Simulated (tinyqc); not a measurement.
Admittance spectroscopy and thermally stimulated current of one trap level in a depletion layer: one step, computed by the program tinyqc. Command: `OMP_NUM_THREADS=1 python tinyqc.py 3111116 3111117 out.jsonl admit walk`. One thread of a shared host (Intel(R) Xeon(R) Processor @ 2.30GHz), about 0.01 s of CPU time with the checks.

A Schottky junction on n-type material holds one donor-like electron trap; shallow donors are fully ionised and abrupt depletion edges are assumed.

Problem. Temperature of the peak. N_c = 2 (2 pi m k_B T/h^2)^(3/2), v_th = sqrt(3 k_B T/m), emission rate e_n = sigma v_th N_c exp(-E_t/(k_B T)). Where the level crosses the Fermi level capture equals emission, so the trap follows the signal with the rate 2 e_n; G/omega peaks at omega = 2 e_n (the correction for large N_t/N is left out). Solve 2 e_n(T_p) = 2 pi f.

Inputs (values chosen for the exercise, modelled on n-type GaN):
```
quantity,value,unit
density-of-states mass m,0.197,m_0
shallow doping N,6.3e+16,1/cm^3
trap depth E_t below the band,0.354,eV
capture cross section sigma,3.4e-14,cm^2
test frequency f,50000,Hz
```

Constants: k_B = 1.380649e-23 J/K; m_0 = 9.1093837015e-31 kg; h = 6.62607015e-34 J s; k_B = 8.617333262e-05 eV/K.

Give: peak temperature T_p; N_c at T_p; e_n at T_p; E_c - E_F = k_B T_p ln(N_c/N).

Solution.

peak temperature T_p = 256.3 K

N_c at T_p = 1.733e+18 1/cm^3

e_n at T_p = 1.571e+05 1/s

E_c - E_F = k_B T_p ln(N_c/N) = 0.07321 eV
